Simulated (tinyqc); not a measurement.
Long-channel MOSFET, surface-potential model: effect of the temperature.

n-channel transistor on a uniformly doped p-type body, gradual-channel approximation, constant mobility, Boltzmann statistics, full ionisation. Potentials are counted from the neutral body; V is the electron quasi-Fermi potential, Vsb at the source and Vsb + Vds at the drain. Charges are magnitudes per area.

Nc and Nv are given at 293 K and scale as (T/293 K)^1.5; Eg, Vfb and mu are held fixed. ni = sqrt(Nc Nv) exp(-Eg/(2 Vt)), Eg in volts; phiF = Vt ln(Na/ni); Cox = eps0 eox/tox; gamma = sqrt(2 q eps0 eps_r Na)/Cox. The surface potential psi at channel potential V solves Vgs + Vsb - Vfb - psi = gamma sqrt(G), G = psi - Vt + Vt exp((psi - 2 phiF - V)/Vt). Charge sheet: Qi = Cox gamma [sqrt(G) - sqrt(psi - Vt)]; I = mu (W/L) [integral of Qi dpsi from psi_0 to psi_L (drift) + Vt (Qi0 - QiL) (diffusion)], with psi_0 at V = Vsb and psi_L at V = Vsb + Vds. VT = Vfb + 2 phiF + gamma sqrt(2 phiF + Vsb), m = 1 + gamma/(2 sqrt(2 phiF + Vsb)). The swing is 20 mV/log10[I(VT - 0.14 V)/I(VT - 0.16 V)] of the charge-sheet current at the given Vds.

Parameters, values chosen for the exercise; material values close to those of gallium nitride:
```
symbol    value        unit                                                         meaning
Eg         3.41          eV                                                        band gap
eps_r      9.51                                  relative permittivity of the semiconductor
Nc      2.23e18       cm^-3  conduction-band density of states at the reference temperature
Nv      4.42e19       cm^-3     valence-band density of states at the reference temperature
Na       2.7e17       cm^-3                                    acceptor density of the body
eox        7.71                                 relative permittivity of the gate insulator
tox          18          nm                                             insulator thickness
Vfb       -1.89           V                                               flat-band voltage
mu          500  cm^2/(V s)                                                channel mobility
W             5          um                                                      gate width
L             2          um                                                     gate length
Vsb           0           V                                        source-body reverse bias
Vgs        2.58           V                                             gate-source voltage
Vds           2           V                                            drain-source voltage
```

Constants: q = 1.602176634e-19 C, kB = 1.380649e-23 J/K, Vt = kB T/q, eps0 = 8.8541878128e-14 F/cm where lengths are in cm. Results are converted to the units shown.

The same in every row: gamma (V^0.5) = 0.7117.

Result of one run:
```
T (K)	VT (V)	m	swing (mV/decade)	I at Vgs, Vds (uA)
340	2.566	1.199	81.75	0.1265
```

What becomes of these results when the temperature T is changed from 340 to 370 K, all else the same?

Result of the changed run:
```
T (K)	VT (V)	m	swing (mV/decade)	I at Vgs, Vds (uA)
370	2.532	1.200	89.14	0.3085
```

The whole series:
```
T (K)	VT (V)	m	swing (mV/decade)	I at Vgs, Vds (uA)
220	2.690	1.196	52.57	3.097e-4
250	2.661	1.197	59.82	0.002247
280	2.630	1.198	67.10	0.01126
310	2.599	1.199	74.41	0.04244
340	2.566	1.199	81.75	0.1265
370	2.532	1.200	89.14	0.3085
400	2.498	1.201	96.57	0.6383
430	2.463	1.202	104.0	1.161
```

As T goes from 220 to 430 K, VT falls from 2.69 to 2.46 V, the swing rises from 52.6 to 104 mV a decade and the current rises from 3.10e-4 to 1.16 uA. The swing is 0.68 % above m Vt ln 10 in the first row and 1.4 % above it in the last. The gate voltage is below VT in 4 of the 8 rows. For T = 400 to 430 K the surface electron density at the source passes 0.3 Nc, where degeneracy and quantisation, left out here, matter. In every row acceptors of such wide-gap materials are deep, so full ionisation is an idealisation. In every row the mobility is held fixed, though a real channel mobility changes with T and would alter the trend of the current.

Computed by the program tinyqc: `OMP_NUM_THREADS=1 python tinyqc.py 2360154 2360155 out.jsonl`, one thread of a shared Intel Xeon 2.30GHz, about 0.06 s for the whole run.
